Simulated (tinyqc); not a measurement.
Sweep of a uniaxial [100] stress: six-band Luttinger-Kohn model with strain.

Six-band Luttinger-Kohn model in the basis |3/2,3/2>, |3/2,1/2>, |3/2,-1/2>, |3/2,-3/2>, |1/2,1/2>, |1/2,-1/2>, electron energies, zero at the top of the unstrained valence band. H = -[rows: (P+Q, -S, R, 0, -S/r2, r2 R); (-S*, P-Q, 0, R, -r2 Q, r32 S); (R*, 0, P-Q, S, r32 S*, r2 Q); (0, R*, S*, P+Q, -r2 R*, -S*/r2); (-S*/r2, -r2 Q, r32 S, -r2 R, P+Dso, 0); (r2 R*, r32 S*, r2 Q, -S/r2, 0, P+Dso)], r2 = sqrt(2), r32 = sqrt(3/2). Levels are twofold.

P = c g1 k^2 - av tr(e); Q = c g2 (kx^2 + ky^2 - 2 kz^2) - (b/2)(exx + eyy - 2 ezz); R = c sqrt3 [-g2 (kx^2 - ky^2) + 2i g3 kx ky] + (sqrt3/2) b (exx - eyy) - i d exy; S = 2 c sqrt3 g3 (kx - i ky) kz - d (exz - i eyz); c = hbar^2/2m0, e the strain tensor (not engineering shear).

s11 = (C11 + C12)/((C11 - C12)(C11 + 2 C12)), s12 = -C12/((C11 - C12)(C11 + 2 C12)), s44 = 1/C44; exx = s11 sxx + s12 (syy + szz) and cyclic, exy = s44 sxy/2; tension is positive. A uniaxial stress X along the unit vector n is s_ij = X n_i n_j.

Constants: hbar^2/2m0 = 3.80998211 eV angstrom^2.

Parameters, chosen for this exercise (near those of Si; the results hold for these values, not for the real material):
```
symbol  value           unit  meaning
Dso     0.043           eV    spin-orbit splitting
g1      4.32                  Luttinger gamma1
g2      0.34                  gamma2
g3      1.46                  gamma3
av      2.54            eV    valence hydrostatic potential
b       -2.06           eV    tetragonal shear potential
d       -4.58           eV    trigonal shear potential
C11     167.9           GPa
C12     61.7            GPa
C44     82.9            GPa
load    uniaxial [100]        kind of stress
```

Edges at k = 0 and curvature masses of the top pair along [100] and [001] (step 0.0002 1/angstrom); at zero stress the top is fourfold and has no single curvature.

Edges and masses:
```
X (GPa)  top (eV)  second (eV)  third (eV)  splitting (meV)  m [100]  m [001]
-3.00      0.0780      -0.0844     -0.1152            162.4    0.177    0.274
-2.00      0.0489      -0.0562     -0.0880            105.1    0.177    0.273
-1.00      0.0210      -0.0281     -0.0621             49.1    0.180    0.270
0.00       0.0000       0.0000     -0.0430              0.0        -        -
2.00       0.0562       0.0314     -0.0784             24.8    0.275    0.215
3.00       0.0844       0.0582     -0.1071             26.1    0.275    0.215
```

Give the missing row, X (GPa) = 1.00.

Computed row:
```
X (GPa)  top (eV)  second (eV)  third (eV)  splitting (meV)  m [100]  m [001]
1.00       0.0281       0.0074     -0.0523             20.7    0.275    0.215
```

The splitting reaches 162.4 meV under compression and 26.1 meV under the same tension; linear shear terms alone would make the two equal, and the difference comes from the coupling to the split-off band. At the ends of the sweep the top pair has a mass along [100] of 0.177 under compression and 0.275 under tension, so compression gives the lighter holes along [100]; along [001] it has 0.274 and 0.215. The top edge itself moves by +78 and +84 meV. The ends of the sweep mean strains up to 2.2 %, beyond the range of linear deformation potentials.

tinyqc: `OMP_NUM_THREADS=1 python tinyqc.py 1080774 1080775 out.jsonl`; about 0.04 s, one thread, shared Intel(R) Xeon(R) Processor @ 2.30GHz.
